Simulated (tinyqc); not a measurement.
What moves the Fermi level: gated graphene: carriers, quantum capacitance and optical conductivity.

Cones E = +/- hv |k|, four flavours, D(E) = 2|E|/(pi hv^2). n = (2/pi)(kT/hv)^2 F_1(mu/kT), p = (2/pi)(kT/hv)^2 F_1(-mu/kT), in 1/angstrom^2 (1e16 for 1/cm^2); F_1(eta) = integral_0^infinity x dx/(1 + exp(x - eta)). Cq/e^2 = d(n - p)/d mu = (2 kT/(pi hv^2)) ln(2 + 2 cosh(mu/kT)).

Gate: V = mu/e + e (n - p)/Cox with Cox/e^2 = k/(4 pi e2 t), t in angstrom, e2 = e^2/(4 pi eps0); 1/(eV angstrom^2) in C/e^2 equals 1602.176634 microfarad/cm^2; total 1/C = 1/Cox + 1/Cq.

Constants: kB = 8.617333262e-05 eV/K; e^2/(4 pi eps0) = 14.39964547 eV angstrom.

Parameters, chosen for this exercise (Fermi velocity near that of graphene, gate dielectric near HfO2; shifted at random, so the results belong to these values and not to a real crystal): hv = 6.09 eV angstrom (hbar vF); T = 300 K; k = 17.24 (dielectric constant of the gate layer); t = 5 nm (its thickness); V = 0.07 V (gate voltage from the neutrality point).

All results formed anew.

One parameter was then changed.

Results before and after:
```
case     mu (eV)  n - p (1/cm^2)   C/Cox
base      0.0503       3.746e+11  0.3402
changed   0.0546       4.180e+11  0.2763
```

Which of these changes was made? (a) k = 20.69; (b) hv = 6.7 eV angstrom; (c) t = 3.5 nm; (d) V = 0.091 V; (e) T = 400 K.

Answer: (c) t = 3.5 nm. Of the candidates, run in turn, only this one gives the changed row.

All candidates:
```
case                  mu (eV)  n - p (1/cm^2)   C/Cox
base                   0.0503       3.746e+11  0.3402
V = 0.091 V            0.0638       5.187e+11  0.3798
t = 3.5 nm             0.0546       4.180e+11  0.2763
k = 20.69              0.0526       3.973e+11  0.3068
hv = 6.7 eV angstrom   0.0527       3.291e+11  0.3053
T = 400 K              0.0474       4.309e+11  0.3618
```

Run: tinyqc, `OMP_NUM_THREADS=1 python tinyqc.py 1652690 1652691 out.jsonl`; Intel(R) Xeon(R) Processor @ 2.30GHz, one thread, shared host; about 0.01 s of CPU time with all checks.
